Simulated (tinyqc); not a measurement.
Off-state leakage of single and stacked transistors: course of the iteration.

n-channel devices of unit width. Subthreshold current I(Vg, Vs, Vd) = I0 (T/300 K)^0.5 exp[(Vg - Vs - VT(T) - gb (Vs - Vb) + dd (Vd - Vs))/(nf Vt)] (1 - exp(-(Vd - Vs)/Vt)), VT(T) = VT - cT (T - 300 K). Gate-edge tunnelling Ig (Vd/1 V) exp(ag (Vd - 1 V)), for a gate at 0 V, and band-to-band leakage Ab u exp(-Bb/u), u = Vd - Vb + 1 V, flow at a drain held at V; both are taken as independent of T. In a stack of off transistors (all gates at 0 V) the same subthreshold current passes through each.

Start: Vx = dd V/(1 + gb + 2 dd), the solution for Vx well above Vt, rounded to three decimals.

Stack of two, Vx the node between them: I_low = I(0, 0, Vx), I_up = I(0, Vx, V), f = ln(I_up/I_low), f' = -(1 + gb + 2 dd)/(nf Vt) - 1/(Vt (exp(Vx/Vt) - 1)) - 1/(Vt (exp((V - Vx)/Vt) - 1)), Vx(new) = Vx - f/f'.

Stop when the step is below 1e-11 V, or after 40 iterations.

Inputs (values chosen for the exercise); values of the order met in bulk silicon logic transistors: temperature T = 398 K; supply voltage V = 0.9 V; threshold at 300 K, zero drain and body bias VT = 0.4 V; fall of the threshold with temperature cT = 0.6 mV/K; current at threshold at 300 K I0 = 0.5 uA/um; slope factor nf = 1.27; drain-induced lowering per volt dd = 0.1; rise of the threshold per volt of source-body bias gb = 0.1; body voltage Vb = -0.6 V.

Constants: q = 1.602176634e-19 C, kB = 1.380649e-23 J/K, Vt = kB T/q. Results are converted to the units shown.

Course of the iteration:
```
iteration  Vx before the step (V)  step (V)
1                           0.069   4.38e-3
2                       0.0733806   4.08e-5
3                       0.0734214   3.17e-9
4                       0.0734214   < 1e-15
```

Did this iteration meet its convergence test, and what does its course show?

Yes. Converged in 4 iterations. The subthreshold current of the stack is 0.06012 nA/um, 7.56 times less than that of one transistor (the drain leakage is unchanged); the estimate exp[dd V (1 + gb + dd)/((1 + gb + 2 dd) nf Vt)] gives 6.73.

Program tinyqc, `OMP_NUM_THREADS=1 python tinyqc.py 2242147 2242148 out.jsonl`; Intel Xeon 2.30GHz, shared host, one thread, about 0.04 s.
